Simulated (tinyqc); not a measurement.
## Graded p-n junction, non-linear Poisson equation by Newton steps: effect of the grading length

One dimension, p side on the left, n side on the right; net doping C = (Nd - Na)/2 + ((Nd + Na)/2) tanh(x/Lg). The potential psi is counted from the intrinsic level, and the quasi-Fermi potentials are flat: 0 for holes and -V for electrons, so n = ni exp((psi + V)/Vt) and p = ni exp(-psi/Vt) (Boltzmann statistics, full ionisation, no current).

The Poisson equation d/dx(eps0 eps_r dpsi/dx) = -q (p - n + C) is solved on a mesh of more than 1000 nodes that ends in neutral material (psi_p = -Vt ln(Na/ni), psi_n = Vt ln(Nd/ni) - V). C_j = q d/dV of the integral of p over x, from the linearised equation. ni = sqrt(Nc Nv) exp(-Eg/(2 Vt)), Eg in volts. Depletion approximation: Vbi = Vt ln(Na Nd/ni^2), W = sqrt(2 eps0 eps_r (Vbi - V)(1/Na + 1/Nd)/q), xp = W Nd/(Na + Nd), xn = W Na/(Na + Nd), peak field 2 (Vbi - V)/W, capacitance eps0 eps_r/W. The abrupt values quoted are those of these depletion formulas.

Inputs (values chosen for the exercise); band and dielectric values close to those of silicon: temperature T = 300 K; band gap Eg = 1.1 eV; relative permittivity eps_r = 11.6; conduction-band density of states at T Nc = 2.78e19 cm^-3; valence-band density of states at T Nv = 2.67e19 cm^-3; acceptor density of the p side Na = 2.6e17 cm^-3; donor density of the n side Nd = 5.8e15 cm^-3; bias of the p side against the n side V = 0 V.

Constants: q = 1.602176634e-19 C, kB = 1.380649e-23 J/K, Vt = kB T/q, eps0 = 8.8541878128e-14 F/cm where lengths are in cm. Results are converted to the units shown.

Effect of the grading length:
```
Lg (nm)	peak |E| (kV/cm)	C_j (nF/cm^2)	eps0 eps_r/C_j (nm)
31	30.6	25.6	402
44	29.2	25.3	406
62	27.6	24.8	414
88	25.7	24.2	425
120	23.9	23.3	440
180	21.4	21.9	470
250	19.4	20.5	502
```

As Lg grows from 31 to 250 nm, the peak field falls from 30.6 to 19.4 kV/cm and C_j falls from 25.6 to 20.5 nF/cm^2. The abrupt depletion formulas give 36.7 kV/cm and W = 415 nm; the first row's field is 17 % below that and the last row's 47 % below it. The same voltage drops over a longer distance, so the field falls.

Computed by the program tinyqc: `OMP_NUM_THREADS=1 python tinyqc.py 2000020 2000021 out.jsonl`, one thread of a shared Intel Xeon 2.30GHz, about 0.04 s for the whole run.
